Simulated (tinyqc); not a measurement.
From results back to parameters: bond-orbital model of a tetrahedral semiconductor (Harrison's universal couplings). Three cases, with inputs chosen for the exercise.

Problem. In the bond-orbital model the bond-antibond splitting is 2 sqrt(V2^2 + V3^2), Z* = 4 ap - (Z - 4) with ap = V3/sqrt(V2^2 + V3^2), and V2 = 3.22 x 2c/d^2, c = hbar^2/2m0. The values below come from a hidden bond length and V3.

Constants: hbar^2/2m0 = 3.80998211 eV angstrom^2.

Case 1.

Values chosen (out of a larger set: near tabulated values for GaN; the model gives trends, and its gaps can be far from the real ones; not measured data): Z = 5 (valence electrons of the anion).

splitting = 15.95071 eV
Z* = 1.39550 e

Case 2.

Values chosen (out of a larger set: near tabulated values for InP; the model gives trends, and its gaps can be far from the real ones; not measured data): Z = 5 (valence electrons of the anion).

splitting = 9.26229 eV
Z* = 1.31908 e

Case 3.

Values chosen (out of a larger set: near tabulated values for BN; the model gives trends, and its gaps can be far from the real ones; not measured data): Z = 5 (valence electrons of the anion).

splitting = 21.16880 eV
Z* = 0.35955 e

Find: V2, V3; d.

Solution. ap = (Z* + Z - 4)/4; V3 = ap times half the splitting, V2 = sqrt(1 - ap^2) times it, and d = sqrt(6.44 c/V2).

Case 1.

V2, V3 (eV): 6.387  4.776

d = 1.960 angstrom

Case 2.

V2, V3 (eV): 3.773  2.685

d = 2.550 angstrom

Case 3.

V2, V3 (eV): 9.954  3.598

d = 1.570 angstrom

Computed by tinyqc, one run a case: `OMP_NUM_THREADS=1 python tinyqc.py N N+1 out.jsonl` with N = 1451936, 1452027, 1452069; one thread of a shared Intel(R) Xeon(R) Processor @ 2.30GHz, about 0.01 s a run at most.
